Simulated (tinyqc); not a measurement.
Carrier lifetime of an n-type layer with SRH, radiative, Auger and surface recombination: one step of the calculation.

Uniform excess density dn = dp (no trapping), n = n0 + dn, p = p0 + dn, Boltzmann statistics, full ionisation. Surfaces enter as a rate 2 S dn/d, which holds while diffusion to them is fast.

Question. New dn. With e = n p - ni^2 = dn (n0 + p0 + dn): U_SRH = e/(tp0 (n + n1) + tn0 (p + p1)), U_rad = B e, U_Aug = (Cn n + Cp p) e, U_s = 2 S dn/d. Newton step on ln U(ln dn) = ln G, U the sum: k = d ln U/d ln dn (central difference over factors 1.0001), dn(new) = dn (G/U)^(1/k).

Inputs (values chosen for the exercise); band and dielectric values close to those of silicon: radiative coefficient B = 4.77e-15 cm^3/s; Auger coefficient (two electrons) Cn = 2.9e-31 cm^6/s; Auger coefficient (two holes) Cp = 2.7e-31 cm^6/s; surface recombination velocity (both faces) S = 700 cm/s; sample thickness d = 100 um; generation rate G = 6.9e19 cm^-3 s^-1.

dn after iteration 1 = 1.6980435e14 cm^-3
n0 = 9.5e17 cm^-3
p0 = 119.06019 cm^-3
n1 = 1.5319552e7 cm^-3
p1 = 7.3831911e12 cm^-3
tn0 = 3.7878788e-6 s
tp0 = 0.0030303030 s

Wanted: U_SRH; U_rad; U_Aug; U_s; k; dn after iteration 2.

Answer.

U_SRH = 5.604e16 cm^-3 s^-1
U_rad = 7.696e17 cm^-3 s^-1
U_Aug = 4.447e19 cm^-3 s^-1
U_s = 2.377e19 cm^-3 s^-1
k = 1.000
dn after iteration 2 = 1.696e14 cm^-3

Range of the model: S d exceeds 2.5 cm^2/s, comparable with a diffusion coefficient, so 2 S/d overstates the surface loss.

Computed by the program tinyqc: `OMP_NUM_THREADS=1 python tinyqc.py 2300126 2300127 out.jsonl`, one thread of a shared Intel Xeon 2.30GHz, about 0.01 s for the whole run.
